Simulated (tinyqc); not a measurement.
Harmonic transition-state theory with quantum, tunnelling and friction corrections: one step, computed by the program tinyqc.

One atom hops between equivalent sites; three modes at the minimum and two real modes at the saddle are treated as harmonic, the rest of the crystal as unchanged; melting is ignored, so hot rows may lie above the melting point.

Question. Tunnelling factors. With u = h nu_b/(k_B T): Wigner factor 1 + u^2/24; parabolic barrier (Bell) (u/2)/sin(u/2), valid above T_c = h nu_b/(2 pi k_B); symmetric Eckart barrier: kappa = int_0^infinity P(E) exp(-(E - E_b)/(k_B T)) dE/(k_B T), P = (cosh 2a - 1)/(cosh 2a + cosh 2d), a = alpha sqrt(E/E_b), alpha = 2 pi E_b/(h nu_b), 2d = 2 sqrt(alpha^2 - pi^2/4).

Inputs (values chosen for the exercise, modelled on interstitial carbon in iron): barrier E_b = 0.841 eV; imaginary frequency at the saddle nu_b = 7.38 THz; temperature T = 661 K.

Lattice of sites: three-dimensional.

Constants: h x 1 THz = 4.135667696 meV; k_B = 8.617333262e-05 eV/K.

Give: u; crossover temperature T_c; Wigner factor; Bell factor; Eckart factor.

Answer.

u = 0.53583

crossover temperature T_c = 56.370 K

Wigner factor = 1.0120

Bell factor = 1.0121

Eckart factor = 1.0129

T/T_c = 11.73: tunnelling is a small correction.
